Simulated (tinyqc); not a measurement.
Signal and retention of a DRAM cell: one step of the calculation.

A stored one starts at Vd and leaks: Cs dV/dt = -I(V), I = a sqrt((V + Vb)/(Vd + Vb)) + b, with a = Ig exp[-(Eg1 q/kB)(1/T - 1/T0)] (generation in a depletion layer) and b = Is exp[-(Es q/kB)(1/T - 1/T0)]. The bit line is precharged to Vd/2, and charge sharing gives the signal (V - Vd/2) Cs/(Cs + Cb).

Problem. Signal and margin. The cell fails below Vc = Vd/2 + dm (Cs + Cb)/Cs.

Values chosen for this exercise:
- Vd = 1.1 V (array voltage)
- Cs = 10 fF (cell capacitance)
- Cb = 40 fF (bit-line capacitance)
- dm = 39 mV (smallest signal that the sense amplifier resolves)

Constants: q = 1.602176634e-19 C. Results are converted to the units shown.

Wanted: transfer ratio; signal of a fresh one; Vc; charge that may be lost; the same in electrons.

Solution.

transfer ratio = 0.20000
signal of a fresh one = 110.00 mV
Vc = 0.74500 V
charge that may be lost = 3.5500 fC
the same in electrons = 22157

Range of the model: Real arrays also hold a tail of unusually leaky cells and cells whose retention varies in time, which this model lacks.

Computed by the program tinyqc: `OMP_NUM_THREADS=1 python tinyqc.py 2130139 2130140 out.jsonl`, one thread of a shared Intel Xeon 2.30GHz, about 0.01 s for the whole run.
